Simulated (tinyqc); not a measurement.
Raman shift of the zone-centre optical phonon of a diamond-structure crystal under stress: one step, computed by the program tinyqc. Command: `OMP_NUM_THREADS=1 python tinyqc.py 3019201 3019202 out.jsonl ramanstress walk`. One thread of a shared host (Intel(R) Xeon(R) Processor @ 2.30GHz), about 0.01 s of CPU time with the checks.

Axes x, y, z are the cube axes. Strain shifts the threefold optical mode and can split it; p, q and r are the phonon deformation potentials.

Task: The line seen from a (001) surface. Backscattering from a (001) surface: incident polarisation (cos phi, sin phi, 0). With Raman tensors (R_z)_xy = (R_z)_yx = 1 and cyclic, only the z component u_z of a mode counts: I = u_z^2 sin^2(2 phi) for parallel and u_z^2 cos^2(2 phi) for crossed polarisers. An unresolved line sits at the intensity-weighted shift, which is M_zz/(2 omega_0).

Inputs (values chosen for the exercise, modelled on silicon): stress sigma (tension positive) = 2.8 GPa; polarisation angle phi = 20 degree.

Stress state: uniaxial. Axis: [111].

M/(2 omega_0) (1/cm):
```
           x          y          z
x  -5.212714  -2.171881  -2.171881
y  -2.171881  -5.212714  -2.171881
z  -2.171881  -2.171881  -5.212714
```

Give: total intensity, parallel; total intensity, crossed; shift of the observed line; shift per stress; stress per shift.

Result:

total intensity, parallel = 0.41318

total intensity, crossed = 0.58682

shift of the observed line = -5.2127 1/cm

shift per stress = -1.8617 1/(cm GPa)

stress per shift = -537.15 MPa cm

Shear mixes z with x and y, so the line is a blend of modes with different shifts. Caution: strains above about 1 % call for terms beyond linear order. Caution: the modes that take part are split by more than a line width, so two lines are seen and not one at the mean. Caution: this stress has components normal to the (001) face, so it cannot reach a free (001) surface; it can act on buried material.
